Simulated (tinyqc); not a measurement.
Step height from the transmission.

Inverse problem. A single step up from edge 0 (mass mL) to edge U (mass mS) transmits T(E) = 4 vL vR/(vL + vR)^2 with v = k/m, k = sqrt(m (E - edge)/C), C = hbar^2/(2 m0). It is known that vR < vL. Find vR/vL and U.

Parameters, values chosen for the exercise:
```
symbol  value  unit                meaning
mL      0.041    m0  mass in the left lead
E       0.176    eV        electron energy
mS      0.076    m0   mass beyond the step
```

T(E) = 0.91613090

Solution. The reflection amplitude is sqrt(1 - T(E)) = (1 - y)/(1 + y) with y = vR/vL < 1, and y^2 = (E - U) mL/(E mS).

vR/vL = 0.5509
U = 0.07700 eV

tinyqc, about 0.01 s, one thread, Intel Xeon 2.30GHz (shared host): `OMP_NUM_THREADS=1 python tinyqc.py 2560024 2560025 out.jsonl`
